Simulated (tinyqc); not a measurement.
Inside a calculation: band gaps under pressure and temperature from deformation potentials. Values are carried at full precision from step to step, so a last printed digit may differ when a step is redone from the rounded ones.

Murnaghan: V/V0 = (1 + Bp P/B0)^(-1/Bp), B0 = (C11 + 2 C12)/3. Each gap moves by a ln(V/V0) with its volume potential a, and falls with temperature by aV T^2/(T + bV) (Varshni); the two effects are added. No change of phase is considered.

Values chosen for the exercise (near those of AlAs, the X and L potentials typical of such crystals; shifted at random, so the results belong to these values and not to a real crystal): C11 = 124.1 GPa; C12 = 52.9 GPa; Bp = 4.42 (pressure derivative of the bulk modulus); P = 1.1 GPa (pressure); Eg = 3.151 eV (gap at Gamma to the s-like level at 0 K, 0 GPa); EgX = 2.253 eV (gap to X at 0 K, 0 GPa); EgL = 2.471 eV (gap to L at 0 K, 0 GPa); aG = -8.07 eV (volume potential of the Gamma gap); aX = 1.7 eV (volume potential of the X gap); aL = -2.59 eV (volume potential of the L gap); aV = (0.858, 0.676, 0.616) meV/K (Varshni alpha of Gamma, X, L); bV = (546, 510, 192) K (Varshni beta of Gamma, X, L); T = 300 K (temperature); aT = 5.3 1e-6/K (linear thermal expansion near 300 K).

## Volume under pressure

Give B0, V/V0, ln(V/V0), the change of the lattice constant and the linear estimate -P/B0.

B0 = 76.63 GPa
V/V0 = 0.98618
ln(V/V0) = -0.01392
change of a = -0.463 %
-P/B0 = -0.01435

The stiffening under pressure makes the compression 3.0 % smaller than the linear estimate.

## Gaps at P and T

Give both shifts and the gaps.

pressure shifts (eV): Gamma 0.1123, X -0.0237, L 0.0360

temperature shifts (eV): Gamma -0.0913, X -0.0751, L -0.1127

gaps (eV): Gamma 3.1720, X 2.1542, L 2.3944

The lowest valley is X (indirect gap), 240 meV below L; at 0 K and 0 GPa it is X.

## Pressure coefficients

Expand in P: E = E0 + c1 P + c2 P^2 with c1 = -a/B0 and c2 = a Bp/(2 B0^2).

c1 (meV/GPa): Gamma 105.31, X -22.18, L 33.80

c2 (meV/GPa^2): Gamma -3.037, X 0.640, L -0.975

Gamma and L rise under pressure and X falls, as the signs of the volume potentials say.

## Pressures at which the valleys cross

Two gaps meet at ln(V/V0) = -(E_i - E_j)/(a_i - a_j), with the gaps at T and P = 0; then P = (B0/Bp)(exp(-Bp ln(V/V0)) - 1). A dash marks expansion or a compression beyond ln(V/V0) = -0.3.

Crossings:

| pair | E_i - E_j (eV) | ln(V/V0) | P (GPa) |
|---|---|---|---|
| Gamma-X | 0.8818 | 0.0903 | - |
| Gamma-L | 0.7014 | 0.1280 | - |
| L-X | 0.1804 | 0.0421 | - |

The lowest valley stays X down to ln(V/V0) = -0.3, far beyond the phase change of the real crystal near 12 GPa.

## How much of dE/dT is thermal expansion

At 300 K: dE/dT = -aV T (T + 2 bV)/(T + bV)^2; expansion alone gives 3 aT a; the rest is electron-phonon coupling.

dE/dT (meV/K): Gamma -0.5006, X -0.4080, L -0.5222

from expansion (meV/K): Gamma -0.1283, X 0.0270, L -0.0412

remainder (meV/K): Gamma -0.3723, X -0.4350, L -0.4810

Expansion supplies 26 % of the slope at Gamma and 8 % at L; at X it works against the fall.

## Checks

- Slope of the Gamma gap at P = 0 by finite differences against c1 (meV/GPa): both 105.31.

Computed by tinyqc, a small Python program: `OMP_NUM_THREADS=1 python tinyqc.py 1050527 1050528 out.jsonl` (the numbers bound the seed that draws the inputs); one thread of a shared host (Intel(R) Xeon(R) Processor @ 2.30GHz), about 0.01 s for the whole set of steps.
